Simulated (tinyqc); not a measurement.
Worked calculation: inversion layer as a triangular well, valleys of the Si type. Values are carried at full precision from step to step, so a last printed digit may differ when a step is redone from the rounded ones.

Six ellipsoidal valleys with their long axes along the cube axes, mass ml along the axis and mt across it. For a valley whose axis makes the angle theta with the surface normal, 1/m_z = cos^2(theta)/ml + sin^2(theta)/mt sets the confinement; in the plane the masses are m_1 = mt and m_2 = ml mt/m_z, and m_d = sqrt(m_1 m_2).

Constants: e^2/(4 pi eps0) = 14.39964547 eV angstrom; hbar^2/2m0 = 3.80998211 eV angstrom^2; kB = 8.617333262e-05 eV/K.

Values chosen for the exercise (near those of Si; not measured data): ml = 0.927 m0 (longitudinal mass); mt = 0.19 m0 (transverse mass); face = 111 (surface); eps = 11.6 (dielectric constant); Ns = 8.9 x 1e12/cm^2 (electron sheet density); Nd = 0.27 x 1e12/cm^2 (depletion charge); eta = 0.5 (share of Ns in the effective field); T = 300 K (temperature); tox = 22 angstrom (SiO2-equivalent oxide thickness).

## Valley masses on the (111) face

Group the valleys by their angle to the normal, heaviest m_z first.

Valleys (masses in m0):

| valleys g | cos^2(theta) | m_z | m_1 | m_2 | m_d |
|---|---|---|---|---|---|
| 6 | 0.3333 | 0.2585 | 0.1900 | 0.6813 | 0.3598 |

All valleys are equivalent on this face.

## Effective field

The field is taken as constant, e F = 4 pi (e^2/4 pi eps0)(Nd + eta Ns)/eps, with 1e12/cm^2 = 1e-4/angstrom^2, and the oxide as a hard wall at z = 0; c = hbar^2/2m0.

Find e F, and F in MV/cm (1 MV/cm = 0.01 V/angstrom).

e F = 0.00736285 eV/angstrom
F = 0.7363 MV/cm

## Subband ladders

Level j of a valley lies at E_j = a_j (c (e F)^2/m_z)^(1/3) above the band edge at the surface, with the Airy zeros a_j = 2.338107, 4.087949, 5.520560, 6.786708, 7.944134, 9.022651, 10.040174, 11.008524, 11.936016, 12.828777, and has <z> = 2 E_j/(3 e F).

The ten lowest levels of all groups of valleys together, j = 0, 1, ..., c = hbar^2/2m0; primes mark the groups with lighter m_z.

Subbands:

| label | valleys g | m_d (m0) | E (eV) | <z> (angstrom) |
|---|---|---|---|---|
| 0 | 6 | 0.3598 | 0.2170 | 19.64 |
| 1 | 6 | 0.3598 | 0.3793 | 34.35 |
| 2 | 6 | 0.3598 | 0.5123 | 46.38 |
| 3 | 6 | 0.3598 | 0.6298 | 57.02 |
| 4 | 6 | 0.3598 | 0.7372 | 66.75 |
| 5 | 6 | 0.3598 | 0.8372 | 75.81 |
| 6 | 6 | 0.3598 | 0.9317 | 84.36 |
| 7 | 6 | 0.3598 | 1.0215 | 92.49 |
| 8 | 6 | 0.3598 | 1.1076 | 100.28 |
| 9 | 6 | 0.3598 | 1.1904 | 107.79 |

The second subband is 1, 162.4 meV above the first. Levels above about 0.5 eV lie beyond parabolic valleys.

## Fermi level and populations

Subband i holds n_i = g m_d/(2 pi c) kB T ln(1 + exp((EF - E_i)/kB T)) (spin included), and EF is fixed by sum n_i = Ns over the levels listed or, where none are listed, over j = 0 to 9 of each group; 1e12/cm^2 = 1e-4/angstrom^2.

Solve for EF; c = hbar^2/2m0. The mean distance is sum n_i <z>_i/Ns.

EF = 0.1971 eV

Populations:

| label | (EF - E)/kB T | n (1e12/cm^2) | share (%) |
|---|---|---|---|
| 0 | -0.77 | 8.880 | 99.8 |
| 1 | -7.05 | 0.020 | 0.2 |
| 2 | -12.19 | 0.000 | 0.0 |
| 3 | -16.74 | 0.000 | 0.0 |
| 4 | -20.89 | 0.000 | 0.0 |
| 5 | -24.76 | 0.000 | 0.0 |
| 6 | -28.41 | 0.000 | 0.0 |
| 7 | -31.89 | 0.000 | 0.0 |
| 8 | -35.22 | 0.000 | 0.0 |
| 9 | -38.42 | 0.000 | 0.0 |

mean distance from the surface = 19.68 angstrom

The lowest subband holds 99.8 % of the electrons and is partly degenerate (EF within a few kB T of its edge).

## Effect on the gate capacitance

The charge sits at the mean distance <z> from the surface, which adds (3.9/eps) <z> to the oxide thickness; C/Cox = tox/(tox + 3.9 <z>/eps). The density-of-states term is left out.

added thickness = 6.62 angstrom
C/Cox = 0.769

## Checks

- Lowest level by finite differences against the Airy formula, eV: both 0.2170.

Run: tinyqc, `OMP_NUM_THREADS=1 python tinyqc.py 1281052 1281053 out.jsonl`; Intel(R) Xeon(R) Processor @ 2.30GHz, one thread, shared host; about 0.01 s of CPU time with all checks.
